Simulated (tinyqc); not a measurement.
Comparisons within one model: ellipsoidal valleys in the axes of a wafer and a channel. A value that a table varies takes the place of the one given here.

Valleys with axes a along x, y and z, two valleys each; inverse mass tensor w = 1/mt + (1/ml - 1/mt) a a. Device axes: z = nz/|nz|, x = nx/|nx|, y = z cross x; in them a = (ax, ay, az). Confinement mass mz = 1/w_zz. In the plane w_ij is replaced by u_ij = w_ij - w_iz w_jz/w_zz (i, j = x, y); density-of-states mass md = 1/sqrt(det u); conductivity mass along x mc = 1/u_xx; ballistic transport mass mx = u_yy/det u, width mass my = 1/u_yy.

Hard walls: E_n = c (n pi/t)^2/mz, c = hbar^2/2m0, n = 1, 2, 3. Non-degenerate share of a valley proportional to md sum_n exp(-E_n/kT); mean 1/mc = sum of share/mc. 1 nm = 10 angstrom.

Constants: hbar^2/2m0 = 3.80998211 eV angstrom^2; kB = 8.617333262e-05 eV/K.

Parameters, chosen for this exercise (near those of the Delta valleys of Si; the results hold for these values, not for the real material):
```
symbol  value      unit  meaning
ml      0.905      m0    longitudinal mass
mt      0.188      m0    transverse mass
t       5.8        nm    thickness of the film
T       77         K     temperature
nz      (0, 0, 1)        surface normal (confinement)
nx      (1, 1, 0)        channel direction
```

## Wafer and channel orientation

For each face/channel: the lowest ladder (mz, number of valleys, md, E1, share) and the mean conductivity mass over all valleys.

Results:
```
face/channel     mz  valleys     md  E1 (meV)  share  mean mc
(110)/[001]   0.311        4  0.321      35.9  0.982   0.1907
(210)/[001]   0.513        2  0.250      21.8  0.974   0.1888
(111)/[1-10]  0.255        6  0.354      43.8  1.000   0.2932
(113)/[1-10]  0.534        2  0.245      20.9  0.982   0.1895
(111)/[11-2]  0.255        6  0.354      43.8  1.000   0.2932
(001)/[100]   0.905        2  0.188      12.4  0.996   0.1883
(112)/[11-1]  0.398        2  0.283      28.1  0.928   0.4098
```

The mean conductivity mass is lowest, 0.1883, for (001)/[100] and highest, 0.4098, for (112)/[11-1]; the bulk value is 0.2555. The confinement energy is lowest on the face with the heaviest mz ((001), 12 meV). The density of states of the lowest ladder, valleys times md, runs between 0.376 and 2.123; a small value limits the charge through the quantum capacitance.

## Thickness of the film

Share of the lowest ladder and mean conductivity mass.

Results:
```
t (nm)  lowest E1 (meV)  spread of E1 (meV)  share of the lowest ladder  mean mc
2.0               103.9               396.2                       1.000   0.1880
3.0                46.2               176.1                       1.000   0.1880
4.0                26.0                99.0                       1.000   0.1880
5.0                16.6                63.4                       1.000   0.1880
7.0                 8.5                32.3                       0.968   0.1904
10.0                4.2                15.8                       0.742   0.2094
14.0                2.1                 8.1                       0.527   0.2313
```

The spread falls as 1/t^2 and stays above kT = 6.6 meV; the share of the lowest ladder goes from 1.000 to 0.527 and the mean mass goes from 0.1880 to 0.2313, against 0.2555 for equal shares, the limit of a thick film (the bulk value 3/(1/ml + 2/mt) is 0.2555). Three subbands a valley become too few once E3 nears kT.

## What each parameter does

Lowest E1, its share and the mean conductivity mass. Each row changes one parameter from the base and keeps the others.

Results:
```
case           lowest E1 (meV)   share  mean mc (m0)
base                     12.35  0.9964        0.1883
ml = 0.996 m0            11.22  0.9968        0.1882
mt = 0.169 m0            12.35  0.9986        0.1691
t = 5.22 nm              15.25  0.9993        0.1881
T = 84.7 K               12.35  0.9932        0.1885
```

The largest shifts from the base row, up to three for each result and ties (the steps differ in size, so this ranks the rows, not the parameters). lowest E1 (meV): t +2.90, ml -1.13; unchanged at the printed digits by mt and T. share: T -0.0032, t +0.0029, mt +0.0022. mean mc (m0): mt -0.0192, T +0.0002, t -0.0002.

(tinyqc, `OMP_NUM_THREADS=1 python tinyqc.py 1881223 1881224 out.jsonl`, Intel(R) Xeon(R) Processor @ 2.30GHz, 1 thread, shared host, about 0.01 s.)
